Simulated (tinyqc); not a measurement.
Stacked nanosheet transistor, parasitic resistance, capacitance and delay: one step of the calculation.

Ns sheets share one contact on top; each has perimeter p = 2 (Ws + ts) and cross-section A = Ws ts; contact width Wc = Ws + 10 nm, stack height Hs = Ns pv. Sheet 1 is the top one. Contact length Lc = CPP - Lg - 2 Lsp, shared by two neighbouring gates. Source and drain sides are equal. The formulas are first-order estimates, not field solutions.

Question. Effective current, delay and energy. Ieff = (IH + IL)/2, delay CL Vdd/(2 Ieff), energy CL Vdd^2, with CL the load of an inverter that drives an equal one.

Inputs (values chosen for the exercise):
- Vdd = 0.7 V (supply voltage)

IH = I(Vdd, Vdd/2) = 302.82184 uA
IL = I(Vdd/2, Vdd), solved likewise = 116.69044 uA
CL = 513.15487 aF

Find: Ieff; delay; energy.

Answer.

Ieff = 209.76 uA
delay = 0.85625 ps
energy = 251.45 aJ

Numbers from tinyqc (`OMP_NUM_THREADS=1 python tinyqc.py 2170126 2170127 out.jsonl`; about 0.1 s on one thread of a shared Intel Xeon 2.30GHz).
